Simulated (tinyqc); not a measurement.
What each parameter does: polytypes by hexagonality, and a cubic inclusion as a quantum well.

Gap: E3 + (E2 - E3) h. Valence top Ev2 h and polarisation P2 h, both counted from 3C; Ec = Ev + gap.

A cubic inclusion of width L = N d in the host (h = 1) is a well of depth V = Ec(host) - Ec(3C). Square well with mass mismatch: k tan(k L/2) = (m_w/m_b) q, k = sqrt(m_w E/c), q = sqrt(m_b (V - E)/c), c = hbar^2/2m0, lowest root. The depth of the level, V - E, is its binding, and the transition to the valence top of the host is gap(host) - (V - E). The step in polarisation gives a field |F| = |P|/(eps eps0) in a thin inclusion, eps0 = 8.8541878e-12 F/m.

Constants: hbar^2/2m0 = 3.80998211 eV angstrom^2.

Values chosen for the exercise (of the order of those of GaN; shifted at random, so the results belong to these values and not to a real crystal): E3 = 3.304 eV (gap of the cubic polytype); E2 = 3.49 eV (gap of 2H); Ev2 = 0.064 eV (valence top of 2H above that of 3C); P2 = -0.0204 C/m^2 (spontaneous polarisation of 2H); m = (0.201, 0.209) m0 (electron mass along c in the cubic layer and in the host); d = 2.586 angstrom (thickness of a double layer); eps = 9.6 (dielectric constant); N = 4 (double layers in the cubic inclusion).

Well depth, depth of the level, transition without the field and field.

Results for these values:

| case | V (eV) | depth (eV) | transition (eV) | \|F\| (MV/cm) |
|---|---|---|---|---|
| base | 0.2500 | 0.0624 | 3.4276 | 2.400 |

What happens to each result for eps = 10.6, all else kept?

Answer: V does not change at the printed digits; depth does not change at the printed digits; transition does not change at the printed digits; |F| falls from 2.400 to 2.174.

The same for each parameter in turn:

| case | V (eV) | depth (eV) | transition (eV) | \|F\| (MV/cm) |
|---|---|---|---|---|
| base | 0.2500 | 0.0624 | 3.4276 | 2.400 |
| N = 5 | 0.2500 | 0.0833 | 3.4067 | 2.400 |
| Ev2 = 0.094 eV | 0.2800 | 0.0755 | 3.4145 | 2.400 |
| E3 = 3.284 eV | 0.2700 | 0.0710 | 3.4190 | 2.400 |
| E2 = 3.52 eV | 0.2800 | 0.0755 | 3.4445 | 2.400 |
| P2 = -0.0265 C/m^2 | 0.2500 | 0.0624 | 3.4276 | 3.118 |
| eps = 10.6 | 0.2500 | 0.0624 | 3.4276 | 2.174 |
| m = (0.241, 0.209) m0 | 0.2500 | 0.0638 | 3.4262 | 2.400 |

Computed by tinyqc, a small Python program: `OMP_NUM_THREADS=1 python tinyqc.py 1851049 1851050 out.jsonl` (the numbers bound the seed that draws the inputs); one thread of a shared host (Intel(R) Xeon(R) Processor @ 2.30GHz), about 0.03 s for the whole set of steps.
